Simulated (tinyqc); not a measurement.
Threshold-voltage variability of a planar MOSFET, analytic estimates: two steps of the calculation.

Three independent sources add in quadrature: random dopants in the depleted layer, metal-gate grains of two orientations, and roughness of the two gate edges acting through the roll-off VT = VT(long) - Vr exp(-L/l). These are first-order estimates: no three-dimensional electrostatics, no percolation.

Values chosen for this exercise; material values close to those of silicon:
- T = 250 K (temperature)
- n = 1.3 (subthreshold factor)
- gI = 5 1/V (gm/I of a matched pair)
- sb = 2.6 % (spread of the gain factor of one device)
- Nb = 1048576 (number of cells)
- Y = 0.62 (wanted yield)

Constants: q = 1.602176634e-19 C, kB = 1.380649e-23 J/K, Vt = kB T/q. Results are converted to the units shown.

Problem 1. Total spread, mismatch and leakage. s = sqrt(s1^2 + s2^2 + s3^2). For a pair: s(dVT) = sqrt(2) s; current mismatch sqrt(2) sqrt((gI s)^2 + sb^2); input offset = current mismatch/gI. For a Gaussian VT the off current is log-normal with mean/median = exp(s^2/(2 (n Vt)^2)).

s1 = 9.8774845 mV
s2 = 13.078254 mV
s3 = 4.0586381 mV

Wanted: s; s(dVT); current mismatch; input offset; mean/median of Ioff.

Solution 1.

s = 16.88 mV
s(dVT) = 23.88 mV
current mismatch = 12.49 %
input offset = 24.98 mV
mean/median of Ioff = 1.199

Problem 2. Margin in standard deviations for the wanted yield. Cells fail independently with probability Q(k) = erfc(k/sqrt(2))/2 when the margin is k standard deviations, and Y = exp(-Nb Q(k)). phi = exp(-k^2/2)/sqrt(2 pi). Newton steps on ln Q(k) = ln(-ln(Y)/Nb): k(new) = k + [ln Q - ln(-ln(Y)/Nb)] Q/phi.

k at the start = 2

Wanted: Q(k); phi; k after iteration 1.

Solution 2.

Q(k) = 0.022750
phi = 0.053991
k after iteration 1 = 6.5583

tinyqc, about 0.01 s, one thread, Intel Xeon 2.30GHz (shared host): `OMP_NUM_THREADS=1 python tinyqc.py 2090010 2090011 out.jsonl`
